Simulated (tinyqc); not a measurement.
Worked calculation: two-valley model of the transferred-electron effect. Computed by tinyqc, a small Python program that keeps every step. Command: `OMP_NUM_THREADS=1 python tinyqc.py 3025206 3025207 out.jsonl gunn walk`. One thread of a shared host (Intel(R) Xeon(R) Processor @ 2.30GHz), about 0.01 s of CPU time with the checks. Intermediate numbers are printed to about 6 digits and carried at full precision; extremes and crossings named in words are read from the listed rows.

Both kinds of valley share one electron temperature T_e, and each has a constant mobility.

Inputs (values chosen for the exercise, modelled on GaSb):
```
quantity                       value        unit
central-valley mass m1          0.04         m_0
satellite-valley mass m2        0.24         m_0
satellite valleys Z                4           -
valley separation dE           0.089          eV
central-valley mobility mu1     4900  cm^2/(V s)
satellite-valley mobility mu2    540  cm^2/(V s)
energy relaxation time tau_E    0.91          ps
lattice temperature T            250           K
electric field F                 1.7       kV/cm
iteration cap                    600           -
```

Solver: bisection.

Constants: k_B = 8.617333262e-05 eV/K.

## Equilibrium

Density-of-states ratio R = Z (m2/m1)^(3/2); n2/n1 = R exp(-dE/(k_B T_e)); mean mobility mu = (mu1 + mu2 n2/n1)/(1 + n2/n1); energy balance e mu F^2 = (3/2) k_B (T_e - T)/tau_E; v = mu F.

R = 58.7878

n2/n1 without field = 0.944334

low-field mobility = 2782.41 cm^2/(V s)

dE is 4.1 k_B T, so part of the electrons sit in the satellites even without field.

## Electron temperature

Bisection on h(T_e) = T_out(T_e) - T_e between T and T_out(T), with T_out = T + (2/3) e mu(T_e) F^2 tau_E/k_B; stop when the bracket is below 1e-6 K.

Course of the iteration:
```
iteration  T_e (K)  mu (cm^2/(V s))  bracket (K)
1          278.305          2328.73  2.83052e+01
2          292.458          2142.79  1.41526e+01
3          299.534          2059.20  7.07631e+00
4          295.996          2100.24  3.53815e+00
5          294.227          2121.33  1.76908e+00
6          293.342          2132.01  8.84538e-01
7          293.785          2126.66  4.42269e-01
...            ...              ...          ...
20         293.371          2131.67  5.39879e-05
21         293.370          2131.67  2.69940e-05
22         293.370          2131.67  1.34970e-05
23         293.370          2131.67  6.74849e-06
24         293.371          2131.67  3.37425e-06
25         293.371          2131.67  1.68712e-06
26         293.371          2131.67  8.43561e-07
```

electron temperature T_e = 293.371 K

Converged in 26 iterations.

## Velocity

The formulas are those given above.

share in the satellites = 63.4939 %

mean mobility = 2131.67 cm^2/(V s)

drift velocity = 0.362383 1e7 cm/s

## Velocity against field

The formulas are those given above.

The curve:
```
F (kV/cm)  T_e (K)  share in the satellites (%)  v (1e7 cm/s)  low-field line (1e7 cm/s)
0.17        250.56                      48.8009       0.04713                    0.04730
0.42        253.38                      49.9462       0.11434                    0.11686
0.85        263.02                      53.6742       0.21758                    0.23651
1.20        274.20                      57.6249       0.28651                    0.33389
1.70        293.37                      63.4939       0.36238                    0.47301
2.40        323.63                      70.7375       0.43580                    0.66778
3.40        370.68                      78.3754       0.50416                    0.94602
5.10        459.57                      86.1357       0.58369                    1.41903
8.50        683.41                      92.8421       0.72427                    2.36505
17.00      1624.74                      96.8879       1.14867                    4.73010
```

v rises in every row; the share in the slow valleys goes from 49 to 97 %, too gradually against the field for a falling branch among these rows. With constant mobilities n2/n1 tends to R and v ends on the line (mu1 + R mu2) F/(1 + R), a mobility of 613; real satellites saturate instead.

Checks made by the program: field recovered from T_e by the energy balance (relative difference 2e-09).
